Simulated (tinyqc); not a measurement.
Shallow acceptor in the spherical model (Baldereschi-Lipari), strong spin-orbit limit: one step, computed by the program tinyqc.

The 1S(3/2) state has an s envelope f(r) and a d envelope g(r). In effective units they obey -(f'' + 2f'/r + 2f/r) + mu (g'' + 5g'/r + 3g/r^2) = E f and -(g'' + 2g'/r - 6g/r^2 + 2g/r) + mu (f'' - f'/r) = E g. The cubic term, the split-off band and the central cell are left out.

Problem. Effective units and couplings. Ry* = Ry/(gamma_1 eps^2), a* = a_0 eps gamma_1, mu = (6 gamma_3 + 4 gamma_2)/(5 gamma_1), delta = (gamma_3 - gamma_2)/gamma_1; spherical masses 1/(gamma_1 (1 - mu)) (heavy) and 1/(gamma_1 (1 + mu)) (light).

Inputs (values chosen for the exercise, modelled on InAs):
```
quantity                 value  unit
Luttinger gamma_1         19.9     -
Luttinger gamma_2         8.61     -
Luttinger gamma_3         9.38     -
dielectric constant eps   14.7     -
```

Constants: Ry = 13.605693123 eV; a_0 = 0.529177210903 angstrom.

Give: Ry*; a*; mu; delta; heavy-hole mass; light-hole mass.

Solution.

Ry* = 3.164 meV

a* = 154.8 angstrom

mu = 0.9118

delta = 0.03869

heavy-hole mass = 0.5695 m_0

light-hole mass = 0.02629 m_0
